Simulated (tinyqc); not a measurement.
Against temperature: two-band model of a narrow-gap semiconductor with electrons and holes. Computed by tinyqc, a small Python program. Command: `OMP_NUM_THREADS=1 python tinyqc.py 3007798 3007799 out.jsonl bipolar walk`. One thread of a shared host (Intel(R) Xeon(R) Processor @ 2.30GHz), about 0.06 s of CPU time with the checks.

Two parabolic bands with acoustic scattering (r = -1/2, a = 0), a gap that does not change with T, and fully ionised dopants. Melting is ignored, so values above the melting point are formal, and kappa_L does not change with T. eta_n = (E_F - E_c)/(k_B T), eta_p = -eta_n - E_g/(k_B T).

Inputs (values chosen for the exercise, modelled on Bi2Te3): electron mass m_n = 0.88 m_0; hole mass m_p = 1.1 m_0; electron mobility parameter mu_300,n = 530 cm^2/(V s); hole mobility parameter mu_300,p = 350 cm^2/(V s); temperature exponent p = 1.5; band gap E_g = 0.15 eV; net doping N = 4.5e+19 1/cm^3; lattice thermal conductivity kappa_L = 0.82 W/(m K).

Doping: p-type.

Constants: k_B = 8.617333262e-05 eV/K; m_0 = 9.1093837015e-31 kg; k_B = 1.380649e-23 J/K; hbar = 1.054571817e-34 J s; e = 1.602176634e-19 C.

Method:
- With x = E/(k_B T), a = alpha k_B T (0 for a parabolic band), G = x (1 + a x), D = 1 + 2 a x and <y> = int y f (1 - f) dx, f = 1/(1 + exp(x - eta)): tau = tau_0 G^r/D; transport function s = G^(3/2 + r)/D^2; n = N_0 <G^(3/2)> with N_0 = (2 m k_B T)^(3/2)/(3 pi^2 hbar^3).
- Integrals over x = E/(k_B T) use 160 Gauss-Legendre points in u = sqrt(x) from 0 to sqrt(max(eta, 0) + 32).
- sigma = e mu_0 N_0 <s> with mu_0 = e tau_0/m = mu_300 (T/300 K)^(-p); |S| = (k_B/e)(<x s>/<s> - eta); Lorenz number L = (k_B/e)^2 (<x^2 s>/<s> - (<x s>/<s>)^2); kappa_e = L sigma T; zT = S^2 sigma T/(kappa_L + kappa_e).
- Neutrality: p - n = N, with n = N_0(m_n) <x^(3/2)> at eta_n and p = N_0(m_p) <x^(3/2)> at eta_p.
- Both bands together (these totals replace the one-band zT): sigma = sigma_n + sigma_p; S = (sigma_p |S_p| - sigma_n |S_n|)/sigma; kappa_bip = (sigma_n sigma_p/sigma)(|S_n| + |S_p|)^2 T; kappa_e = (L_n sigma_n + L_p sigma_p) T; zT = S^2 sigma T/(kappa_L + kappa_e + kappa_bip); weak-field R_H = (r_p sigma_p^2/p - r_n sigma_n^2/n)/(e sigma^2), where the Hall factors r_n and r_p are <x^(3/2)> <x^(1/2)>/<s>^2.

The same sample:
```
T (K)  n (1/cm^3)  p (1/cm^3)  sigma (S/cm)  S (microvolt/K)  kappa_bip (W/(m K))          zT  R_H (cm^3/C)
150    3.4958e+12  4.5000e+19        3665.7            87.17           2.1710e-05  2.1891e-01       0.14637
200    2.4792e+14  4.5000e+19        2620.9           111.69           8.4949e-04  3.6422e-01       0.14926
250    3.6138e+15  4.5004e+19        1996.5           132.92           8.0092e-03  5.1416e-01       0.15148
300    2.3476e+16  4.5023e+19        1587.5           150.94           3.7103e-02  6.4720e-01       0.15276
350    9.4968e+16  4.5095e+19        1304.9           165.25           1.1410e-01  7.3322e-01       0.15232
400    2.8296e+17  4.5283e+19        1105.0           174.75           2.6974e-01  7.4237e-01       0.14879
500    1.4028e+18  4.6403e+19         867.5           174.21           9.0558e-01  5.4367e-01       0.12657
600    4.2292e+18  4.9229e+19         772.5           147.17           1.9331e+00  2.8818e-01       0.08566
750    1.2660e+19  5.7660e+19         775.2            89.67           3.6515e+00  8.6939e-02       0.02998
900    2.5770e+19  7.0770e+19         845.4            46.83           5.1557e+00  2.3315e-02       0.00426
1050   4.2586e+19  8.7586e+19         927.8            21.34           6.4649e+00  5.0426e-03      -0.00445
1200   6.2377e+19  1.0738e+20        1004.8             6.31           7.6721e+00  4.6351e-04      -0.00688
```

What does the comparison show, and why?

Among the rows where S keeps the majority sign, zT is largest at 400 K and |S| at 400 K. Among these rows sigma is least at 600 K; at higher T thermal pairs outweigh the falling mobility. R_H changes sign between 900 and 1050 K. kappa_bip reaches 7.67 W/(m K) at the last row, 9.36 times kappa_L.

Extremes, crossings and ranges named in words are read from the listed rows.
